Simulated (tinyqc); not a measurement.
Worked calculation: plane-wave Kohn-Sham cycle with exchange-only LDA in a layered model solid. One step of it, computed by the program tinyqc.

Problem. Iteration 1: Hamiltonian at one k. H(m,m') = (k + G_m)^2/2 delta + V(G_m - G_m'), with V(-G) = V(G).

A solid whose potential varies along x alone (atomic units):
```
parameter,value
period a,16.000000
cross-section of the cell,27.000000
electrons per cell,2
grid points,16
"plane waves -n..n, n",3
k points,4
V1 in V1 cos(2 pi x/a),-0.700000
```

V(G_m), m = 0, 1, 2, ... (hartree): -0.164124  -0.350000  0.000000  0.000000  0.000000  0.000000  0.000000

k = 0.125000 2 pi / a

Give: H.

Solution.

H (hartree), lower triangle:
```
,-3,-2,-1,+0,+1,+2,+3
-3,0.4732
-2,-0.3500,0.1070
-1,0.0000,-0.3500,-0.1051
+0,0.0000,0.0000,-0.3500,-0.1629
+1,0.0000,0.0000,0.0000,-0.3500,-0.0665
+2,0.0000,0.0000,0.0000,0.0000,-0.3500,0.1841
+3,0.0000,0.0000,0.0000,0.0000,0.0000,-0.3500,0.5889
```
